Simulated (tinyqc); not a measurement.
Undoped gate-all-around wire MOSFET, analytic charge model: course of the iteration: charge at the source by Newton steps in y = ln(Q/Q0).

An undoped round wire of radius R under an insulator shell and a surrounding gate; long channel, electrons only, n = ni exp((psi - V)/Vt) with V the quasi-Fermi potential (0 at the source, Vd at the drain), constant mobility, no quantisation. The radial Poisson equation gives n(r) = n(0)/(1 - (1 - b) r^2/R^2)^2 with b = Q0/(Q + Q0). Q is the electron charge per area of the wire surface.

With V = 0 and Q = Q0 exp(y): f = Q/Cox + Vt y + Vt ln(1 + Q/Q0) - (Vg - V0); df/dy = Q/Cox + Vt (1 + Q/(Q + Q0)); y(new) = y - f/(df/dy).

Stop when y changes by less than 1e-11, or after 60 iterations.

Values chosen for this exercise: temperature T = 293 K; gate voltage Vg = 1.18 V.

Constants: q = 1.602176634e-19 C, kB = 1.380649e-23 J/K, Vt = kB T/q. Results are converted to the units shown.

y at the start = 0
Cox = 2.14712 uF/cm^2
Q0 = 58.1249 nC/cm^2
V0 = 0.822836 V

Course of the iteration:
```
iteration	y	|change|
1	4.81323	4.81
2	3.86175	0.951
3	3.02000	0.842
4	2.43848	0.582
5	2.22039	0.218
6	2.19714	0.0232
7	2.19691	2.31e-4
8	2.19691	2.26e-8
9	2.19691	< 1e-12
```

Did this iteration meet its convergence test, and what does its course show?

Yes. Converged in 9 iterations. At the end the number of correct digits about doubles with each step.

Range of the model: The surface density at the source passes 0.3 Nc, where Boltzmann statistics fail.

Program tinyqc, `OMP_NUM_THREADS=1 python tinyqc.py 2460172 2460173 out.jsonl`; Intel Xeon 2.30GHz, shared host, one thread, about 0.03 s.
